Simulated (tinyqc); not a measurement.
# Free and trapped electrons in a MOS channel with a dense trap tail: what changes with what

p-type body, charge-sheet picture, full ionisation (an idealisation for deep acceptors), Boltzmann statistics for free electrons. e = Ec - EF at the surface. Acceptor-like traps of density D(E) = D0 + De exp(-E/Ew) at depth E below Ec, from 0 to Eu, hold n_t = integral of D(E)/(1 + exp((e - E)/Vt)). psi = Eg - Vt ln(Nv/Na) - e; N_dep = sqrt(2 eps0 eps_r Na (psi - Vt)/q); n_f = sqrt(N_dep^2 + 2 eps0 eps_r Vt Nc exp(-e/Vt)/q) - N_dep; Vg = Vfb + psi + q (N_dep + n_t + n_f)/Cox, Cox = eps0 eox/tox.

Inputs (values chosen for the exercise); band and dielectric values close to those of gallium nitride: temperature T = 400 K; band gap Eg = 3.35 eV; relative permittivity eps_r = 9.36; conduction-band density of states at T Nc = 3.57e18 cm^-3; valence-band density of states at T Nv = 7.14e19 cm^-3; relative permittivity of the insulator eox = 3.9; insulator thickness tox = 40 nm; acceptor density Na = 9e15 cm^-3; flat-band voltage without trapped charge Vfb = -2.78 V; constant background density of acceptor-like traps D0 = 3.7e10 cm^-2 eV^-1; density of the tail at the conduction edge De = 6.8e12 cm^-2 eV^-1; decay energy of the tail Ew = 0.07 eV; depth below Ec down to which the traps reach Eu = 0.81 eV; mobility of free electrons mf = 89 cm^2/(V s).

Constants: q = 1.602176634e-19 C, kB = 1.380649e-23 J/K, Vt = kB T/q, eps0 = 8.8541878128e-14 F/cm where lengths are in cm. Results are converted to the units shown.

Each table varies one quantity; the others keep the values above.

## Free and trapped charge against gate voltage

Free share n_f/(n_f + n_t); swing ln 10 n_f/(dn_f/dVg); field-effect mobility mf q (dn_f/dVg)/Cox, for a constant mf; oxide field q (N_dep + n_t + n_f)/(eps0 eox).

Results:
```
Vg (V),e (eV),n_f (cm^-2),n_t (cm^-2),free share (%),swing (mV/decade),field-effect mobility (cm^2/(V s)),oxide field (MV/cm)
0.7,0.4837,1.058e6,1.280e10,0.008260,101.2,0.003975,0.2308
1.5,0.1101,4.801e10,1.599e11,23.09,562.8,32.44,0.3374
2.3,0.04134,2.868e11,3.090e11,48.14,1782,61.23,0.5202
3,0.01075,5.723e11,3.815e11,60.00,3007,72.37,0.6876
3.8,-0.01351,9.412e11,4.285e11,68.72,4519,79.22,0.8815
4.6,-0.03178,1.335e12,4.547e11,74.59,6127,82.84,1.077
5.4,-0.04637,1.741e12,4.702e11,78.74,7806,84.82,1.273
6.9,-0.06761,2.521e12,4.854e11,83.85,1.107e4,86.62,1.643
```

Estimate the missing row, Vg = 6.1 V.

Computed row:
```
Vg (V),e (eV),n_f (cm^-2),n_t (cm^-2),free share (%),swing (mV/decade),field-effect mobility (cm^2/(V s)),oxide field (MV/cm)
6.1,-0.05708,2.103e12,4.788e11,81.45,9314,85.86,1.446
```

With this row back in the table: n_f reaches 1e11 cm^-2 at Vg = 1.72 V, against 1.33 V without traps. The free share rises from 0.00826 to 83.9 % and the field-effect mobility rises from 0.00397 to 86.6 cm^2/(V s), although mf = 89 is constant: in the last row 97.3 % of Cox dVg goes into free electrons. The swing in the first row is 101 mV a decade (Vt ln 10 = 79.4). For Vg = 2.3, 3, 3.8, 4.6, 5.4, 6.1, 6.9 EF lies less than 2 Vt below the band edge, or above it, where degeneracy and confinement, left out, matter.

## Effect of the acceptor density

Vfb is held fixed. VT is the Vg for n_f = 1e11 cm^-2; swing ln 10 n_f/(dn_f/dVg) at n_f = 1e8 cm^-2; the last three columns are for Vg = VT + 3.2 V, with free share n_f/(n_f + n_t) and field-effect mobility mf q (dn_f/dVg)/Cox; there EF is near the band edge, where Boltzmann statistics are rough.

Result of one run:
```
Na (cm^-3),e at VT (eV),VT (V),q n_t/Cox at VT (V),swing (mV/decade),n_f (cm^-2),free share (%),field-effect mobility (cm^2/(V s))
8e16,0.04686,3.964,0.5482,151.3,1.553e12,76.34,85.35
```

What becomes of these results when the acceptor density Na is changed from 8e16 to 3e16 cm^-3, all else the same?

Result of the changed run:
```
Na (cm^-3),e at VT (eV),VT (V),q n_t/Cox at VT (V),swing (mV/decade),n_f (cm^-2),free share (%),field-effect mobility (cm^2/(V s))
3e16,0.06337,2.684,0.4741,130.5,1.528e12,76.37,84.74
```

The whole series:
```
Na (cm^-3),e at VT (eV),VT (V),q n_t/Cox at VT (V),swing (mV/decade),n_f (cm^-2),free share (%),field-effect mobility (cm^2/(V s))
1e15,0.1159,0.8504,0.2793,99.06,1.449e12,76.49,82.10
2e15,0.1061,1.048,0.3095,102.6,1.463e12,76.48,82.57
6e15,0.08950,1.498,0.3676,110.4,1.488e12,76.45,83.44
1e16,0.08138,1.789,0.3988,115.4,1.500e12,76.42,83.87
3e16,0.06337,2.684,0.4741,130.5,1.528e12,76.37,84.74
8e16,0.04686,3.964,0.5482,151.3,1.553e12,76.34,85.35
2e17,0.03119,5.828,0.6197,180.5,1.572e12,76.30,85.68
5e17,0.01539,8.725,0.6889,224.3,1.583e12,76.23,85.70
```

As Na goes from 1e15 to 5e17, VT rises from 0.850 to 8.72 V, its part due to traps rises from 0.279 to 0.689 V, the swing rises from 99.1 to 224 mV/decade and the field-effect mobility rises from 82.1 to 85.7 cm^2/(V s). Most of the rise of VT is depletion charge; the trap part grows since the same n_f needs EF nearer the band edge at heavier doping. For Na = 3e16, 8e16, 2e17, 5e17 e is under 2 Vt already at VT, so VT too is rough.

Program tinyqc, `OMP_NUM_THREADS=1 python tinyqc.py 2222003 2222004 out.jsonl`; Intel Xeon 2.30GHz, shared host, one thread, about 0.02 s.
